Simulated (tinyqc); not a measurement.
# Debye-Callaway model of lattice thermal conductivity, step by step

A worked calculation. Computed by tinyqc, a small Python program that keeps every step. Command: `OMP_NUM_THREADS=1 python tinyqc.py 3009299 3009300 out.jsonl callaway walk`. One thread of a shared host (Intel(R) Xeon(R) Processor @ 2.30GHz), about 0.01 s of CPU time with the checks. Intermediate numbers are printed to about 6 digits and carried at full precision; extremes and crossings named in words are read from the listed rows.

Three acoustic branches with one velocity v, cut at omega_D = k_B Theta/hbar; x = hbar omega/(k_B T). v and Theta are separate inputs: Theta cuts off the heat-carrying modes, so C need not reach 3 k_B/V. gamma is an effective value that sets the umklapp rate.

Inputs (values chosen for the exercise, modelled on boron arsenide):

| quantity | value | unit |
|---|---|---|
| sound velocity v | 5550 | m/s |
| Debye temperature Theta | 678 | K |
| volume per atom V | 13.6 | angstrom^3 |
| mean atomic mass M | 42.9 | u |
| effective Grueneisen parameter gamma | 0.857 | - |
| umklapp exponent divisor b | 3 | - |
| vacancy fraction n_v | 0.00011 | - |
| Casimir length L | 3000 | micrometre |
| temperature T | 200 | K |
| probe frequency omega/omega_D | 0.84 | - |

Sample: crystal. Point defects: vacancies. Normal processes: left out.

Constants: k_B = 1.380649e-23 J/K; hbar = 1.054571817e-34 J s; u = 1.6605390666e-27 kg.

## Mass-fluctuation parameter

A vacancy counts as a mass defect Delta M/M = -3 (the missing mass and twice its bonds), so Gamma = 9 n_v. A = V Gamma/(4 pi v^3).

Gamma = 9.90e-04

Rayleigh coefficient A = 6.26737e-45 s^3

## Scattering rates at one frequency

Rates: point defects A omega^4; umklapp B omega^2 T exp(-Theta/(b T)) with B = hbar gamma^2/(M v^2 Theta). Boundaries: v/L. The resistive time is tau_R = 1/(boundary + point-defect + umklapp rates), and the free path is v tau_R.

omega = 7.45618e+13 rad/s

Rates:

| process | rate (1/s) | rate x tau_R |
|---|---|---|
| boundaries | 1.85e+06 | 8.70957e-06 |
| point defects | 1.93709e+11 | 0.911957 |
| umklapp | 1.86993e+10 | 0.0880339 |

tau_R = 4.70787e-12 s

free path = 26.1287 nm

The strongest resistive process at this frequency: point defects, 91 % of the resistive rate.

## The integrand on a coarse grid

x runs in ten equal steps to min(Theta/T, 12); g = x^4 e^x/(e^x - 1)^2; tau_C is the inverse of all rates summed; the last column is c tau_C g with c = (k_B/(2 pi^2 v)) (k_B T/hbar)^3.

Integrand:

| x | g | tau_C (s) | c tau_C g (W/(m K)) |
|---|---|---|---|
| 0.339 | 0.11383 | 3.27043e-09 | 842.211 |
| 0.678 | 0.44247 | 5.93676e-10 | 594.303 |
| 1.017 | 0.94957 | 1.80555e-10 | 387.891 |
| 1.356 | 1.58112 | 7.04109e-11 | 251.870 |
| 1.695 | 2.27375 | 3.23161e-11 | 166.239 |
| 2.034 | 2.96361 | 1.66760e-11 | 111.811 |
| 2.373 | 3.59408 | 9.39812e-12 | 76.419 |
| 2.712 | 4.12130 | 5.67127e-12 | 52.879 |
| 3.051 | 4.51684 | 3.61351e-12 | 36.926 |
| 3.390 | 4.76787 | 2.40629e-12 | 25.956 |

The integrand is largest at the lowest frequency shown, whose long lifetime outweighs its small heat capacity.

## Thermal conductivity

kappa_1 = c int tau_C g dx, g = x^4 e^x/(e^x - 1)^2, c = (k_B/(2 pi^2 v)) (k_B T/hbar)^3, over 0 < x < min(Theta/T, 40), by 96 Gauss-Legendre points in s with x = x_max s^2; tau_C = tau_R, the inverse of the summed rates, and kappa = kappa_1. Heat capacity C = 3 c int g dx / v^2; grey free path 3 kappa/(C v); the median free path v tau_C halves kappa_1 when the quadrature points are ordered by free path (each counted at half its weight, interpolated in the logarithm); likewise at 10 % and 90 %.

kappa_1 = 985.817 W/(m K)

kappa = 985.817 W/(m K)

heat capacity C = 1.71249e+06 J/(m^3 K)

grey free path = 311.169 nm

median free path = 3950.51 nm

free path at 10 % of kappa_1 = 125.100 nm

free path at 90 % of kappa_1 = 114820 nm

The median free path is 13 times the grey one: a small share of the heat capacity, at low frequency, carries much of the heat. The middle 80 % of kappa_1 spans a factor 920 in free path.

## Leaving out one process at a time

The formulas are those given above.

Conductivity at T:

| case | kappa (W/(m K)) | ratio to all |
|---|---|---|
| all processes | 985.817 | 1 |
| without point defects | 2496.29 | 2.53220 |
| without boundaries | 1027.43 | 1.04222 |
| without umklapp | 4988.85 | 5.06063 |

Removing umklapp raises kappa most, by a factor 5.06; removing boundaries gives only 1.04.

## Conductivity against temperature

The boundary limit is C v^2/(3 x boundary rate), with C = 3 c int g dx / v^2.

Kappa (W/(m K)):

| T (K) | all processes | without point defects | boundary limit |
|---|---|---|---|
| 6.8 | 670.862 | 1248.55 | 1248.55 |
| 14 | 1886.97 | 10895.8 | 10895.9 |
| 24 | 2922.32 | 54076.7 | 54892.4 |
| 41 | 3683.16 | 88039.7 | 273605 |
| 68 | 3292.96 | 23703.0 | 1.21415e+06 |
| 120 | 1783.35 | 6240.58 | 4.73523e+06 |
| 200 | 985.817 | 2496.29 | 9.50434e+06 |
| 340 | 570.825 | 1097.60 | 1.31225e+07 |
| 540 | 364.027 | 576.055 | 1.46964e+07 |
| 880 | 227.918 | 309.282 | 1.54195e+07 |

kappa peaks among these rows at 41 K (T/Theta = 0.060) with 3680 W/(m K). The exponent d ln kappa/d ln T is 1.43 at the cold end and -0.96 at the hot end. Point defects cost most at 41 K, a factor 23.9.

Checks made by the program: heat capacity against the Debye function (relative difference below 1e-10).
